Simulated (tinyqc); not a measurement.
Kinetics of strain relaxation and threading dislocations in mismatched semiconductor layers: one step, computed by the program tinyqc.

60-degree dislocations on {111} planes of a (001) layer, isotropic elasticity. The Schmid factor is 1/sqrt(6), and a misfit segment relieves strain with b/2.

Problem. Thick uniform layer and trapping in a trench. A separate case, a thick relaxed layer. Pair reactions during growth: d rho/dh = -K rho^2 with K = 2 r_A tan(psi) and threads inclined by psi = 45 degrees (the <110> lines of {111} planes), so rho = 1/(K H) for a layer that starts with far more threads than that, as highly mismatched layers do. In a trench along [110] a thread on {111} rises at 54.74 degrees across the width, and leaves through the wall below the height w tan(54.74 degrees) = sqrt(2) w; the share of threads, evenly spread over the floor, that reach the top is max(0, 1 - a/sqrt 2) for the aspect ratio a.

Inputs (values chosen for the exercise, modelled on In(0.2)Ga(0.8)As on GaAs): misfit f = 0.0149; reaction radius r_A = 11 nm; final thickness of a thick uniform layer H = 1.3 micrometre; aspect ratio of a trench = 2.7.

Give: thread density at H; share that reaches the top.

Solution.

thread density at H = 3.4965e+09 1/cm^2

share that reaches the top = 0

The trench traps all threads that cross it; those that run along it are not trapped. Thickness alone needs 4500 micrometre for 1e6 /cm^2. Caution: at this small misfit a layer may start with fewer threads than 1/(K H), which is then only an upper bound.
